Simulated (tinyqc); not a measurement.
Inside a calculation. Method: Pariser-Parr-Pople SCF with singles CI, for the molecule c1ccc2cccc-2cc1 (SMILES; centres numbered as the heavy atoms are written). One step of it, computed by the program tinyqc.

Question. Iteration 3: Fock matrix. F_rr = H_rr + P_rr gamma_rr / 2 + sum_(s != r) P_ss gamma_rs; F_rs = H_rs - P_rs gamma_rs / 2; E = tr P (H + F) / 2 + core repulsion sum_(r<s) z_r z_s gamma_rs.

P after iteration 2, lower triangle:
```
,1C,2C,3C,4C,5C,6C,7C,8C,9C,10C
1C,0.894490
2C,0.616950,1.033210
3C,0.115394,0.700223,0.869024
4C,-0.285724,-0.019676,0.581922,1.066413
5C,0.014218,-0.219584,0.036283,0.620084,1.067739
6C,0.193138,0.006017,-0.194756,-0.057266,0.662999,1.032738
7C,0.014218,0.180016,-0.070905,-0.277441,-0.084834,0.662999,1.067739
8C,-0.285724,-0.007545,0.191488,0.271014,-0.277441,-0.057266,0.620084,1.066413
9C,0.115394,-0.214048,-0.117581,0.191488,-0.070905,-0.194756,0.036283,0.581922,0.869024
10C,0.616950,-0.032213,-0.214048,-0.007545,0.180016,0.006017,-0.219584,-0.019676,0.700223,1.033210
```

core matrix H (eV), lower triangle:
```
,1C,2C,3C,4C,5C,6C,7C,8C,9C,10C
1C,-54.438705
2C,-2.390000,-55.259018
3C,0.000000,-2.390000,-58.410160
4C,0.000000,0.000000,-2.390000,-64.645938
5C,0.000000,0.000000,0.000000,-2.390000,-56.784747
6C,0.000000,0.000000,0.000000,0.000000,-2.390000,-54.085292
7C,0.000000,0.000000,0.000000,0.000000,0.000000,-2.390000,-56.784747
8C,0.000000,0.000000,0.000000,-2.390000,0.000000,0.000000,-2.390000,-64.645938
9C,0.000000,0.000000,0.000000,0.000000,0.000000,0.000000,0.000000,-2.390000,-58.410160
10C,-2.390000,0.000000,0.000000,0.000000,0.000000,0.000000,0.000000,0.000000,-2.390000,-55.259018
```

repulsion gamma_rs (eV), lower triangle:
```
,1C,2C,3C,4C,5C,6C,7C,8C,9C,10C
1C,11.970000
2C,7.802737,11.970000
3C,5.152509,7.800448,11.970000
4C,4.275387,5.151452,7.799778,11.970000
5C,3.064917,3.618593,5.248836,7.802187,11.970000
6C,2.687605,2.919537,3.784471,5.614901,7.799934,11.970000
7C,3.064917,3.101897,3.761472,5.614161,5.612751,7.799934,11.970000
8C,4.275387,4.275268,5.151704,7.801099,5.614161,5.614901,7.802187,11.970000
9C,5.152509,4.275709,4.275232,5.151704,3.761472,3.784471,5.248836,7.799778,11.970000
10C,7.802737,5.153377,4.275709,4.275268,3.101897,2.919537,3.618593,5.151452,7.800448,11.970000
```

Centres (angstrom, eV; a flat drawing with bonds scaled to 1.40 angstrom):
```
centre,x,y,core charge z,W,gamma_rr
1C,2.531000,0.000000,1,11.160000,11.970000
2C,1.924000,1.261000,1,11.160000,11.970000
3C,0.559000,1.573000,1,11.160000,11.970000
4C,-0.536000,0.700000,1,11.160000,11.970000
5C,-1.867000,1.133000,1,11.160000,11.970000
6C,-2.690000,0.000000,1,11.160000,11.970000
7C,-1.867000,-1.133000,1,11.160000,11.970000
8C,-0.536000,-0.700000,1,11.160000,11.970000
9C,0.559000,-1.573000,1,11.160000,11.970000
10C,1.924000,-1.261000,1,11.160000,11.970000
```

Give: F; pi energy.

Answer.

F (eV), lower triangle:
```
,1C,2C,3C,4C,5C,6C,7C,8C,9C,10C
1C,-5.5668
2C,-4.7969,-6.0332
3C,-0.2973,-5.1210,-5.0670
4C,0.6108,0.0507,-4.6594,-5.0012
5C,-0.0218,0.3973,-0.0952,-4.8090,-4.5233
6C,-0.2595,-0.0088,0.3685,0.1608,-4.9757,-4.2575
7C,-0.0218,-0.2792,0.1334,0.7788,0.2381,-4.9757,-4.5233
8C,0.6108,0.0161,-0.4932,-3.4471,0.7788,0.1608,-4.8090,-5.0012
9C,-0.2973,0.4576,0.2513,-0.4932,0.1334,0.3685,-0.0952,-4.6594,-5.0670
10C,-4.7969,0.0830,0.4576,0.0161,-0.2792,-0.0088,0.3973,0.0507,-5.1210,-6.0332
```

pi energy = -131.2971 eV
